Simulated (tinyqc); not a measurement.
From results back to parameters: donor level screened by free carriers (Yukawa potential). Three cases, with inputs chosen for the exercise.

Problem. With Debye screening alone, ks^2 = 4 pi q n/(eps kB T), 1e18/cm^3 = 1e-6/angstrom^3. The converged binding was computed from a hidden density.

Potential -(q/(eps r)) exp(-ks r), q = e^2/(4 pi eps0). In units Ry* = Ry m/eps^2 and a* = a0 eps/m the problem is [-Laplacian - 2 exp(-x r)/r] psi = E psi with x = ks a*.

Converged values use 18 functions exp(-z r), z = 1.55^i, i = -11 to 6: S = 2/A^3, H = z_i z_j S - 2/(A + x)^2, A = z_i + z_j.

Constants: e^2/(4 pi eps0) = 14.39964547 eV angstrom; kB = 8.617333262e-05 eV/K.

Find: x; n.

Method. The binding in Ry* falls steadily with x, so bisection gives x; then n = (x/a*)^2 eps kB T/(4 pi q).

Case 1.

Values chosen (out of a larger set: near those of a donor in GaAs, with one mean mass; not measured data): eps = 13.3 (dielectric constant); T = 77 K (temperature).

Ry* = 5.076 meV
a* = 106.64 angstrom
binding = 0.9016 meV

Solution.

x = 0.648
n = 0.018 x 1e18/cm^3

Case 2.

Values chosen (out of a larger set: near those of a donor in InP, with one mean mass; not measured data): eps = 12.4 (dielectric constant); T = 300 K (temperature).

Ry* = 7.167 meV
a* = 81.01 angstrom
binding = 1.7811 meV

Solution.

x = 0.554
n = 0.083 x 1e18/cm^3

Case 3.

Values chosen (out of a larger set: near those of a donor in GaAs, with one mean mass; not measured data): eps = 12.6 (dielectric constant); T = 200 K (temperature).

Ry* = 5.828 meV
a* = 98.05 angstrom
binding = 3.5547 meV

Solution.

x = 0.230
n = 0.0066 x 1e18/cm^3

Computed by tinyqc, one run a case: `OMP_NUM_THREADS=1 python tinyqc.py N N+1 out.jsonl` with N = 1251862, 1251926, 1251928; one thread of a shared Intel(R) Xeon(R) Processor @ 2.30GHz, about 0.01 s a run at most.
